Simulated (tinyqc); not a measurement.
# Landau coefficients from the transition

Question. u = a0 (T - T0) P^2 + be P^4 + ga P^6 (P in uC/cm^2, E in kV/cm, u in mJ/cm^3). Above the transition chi = Cw/(T - T0) with Cw = 1/(2 eps0 a0); at TC = T0 + be^2/(4 a0 ga) the polarisation jumps by sqrt(-be/(2 ga)). Find a0, be and ga.

Parameters, values chosen for the exercise: Curie-Weiss temperature T0 = 700 K.

Constants: eps0 = 8.8541878128e-14 F/cm where lengths are in cm. Results are converted to the units shown.

TC = 738.171701 K
jump of P at TC = 16.9774938 uC/cm^2
Curie constant = 1.52622847e5 K

Answer. The Curie constant gives a0. At TC both u = 0 and du/dP = 0, which give ga = al/P^4 and be = -2 al/P^2 with al = a0 (TC - T0).

a0 = 0.0370 kV cm/(uC K)
be = -0.00980 kV cm^5/uC^3
ga = 1.70e-5 kV cm^9/uC^5

Program tinyqc, `OMP_NUM_THREADS=1 python tinyqc.py 2860006 2860007 out.jsonl`; Intel Xeon 2.30GHz, shared host, one thread, about 0.01 s.
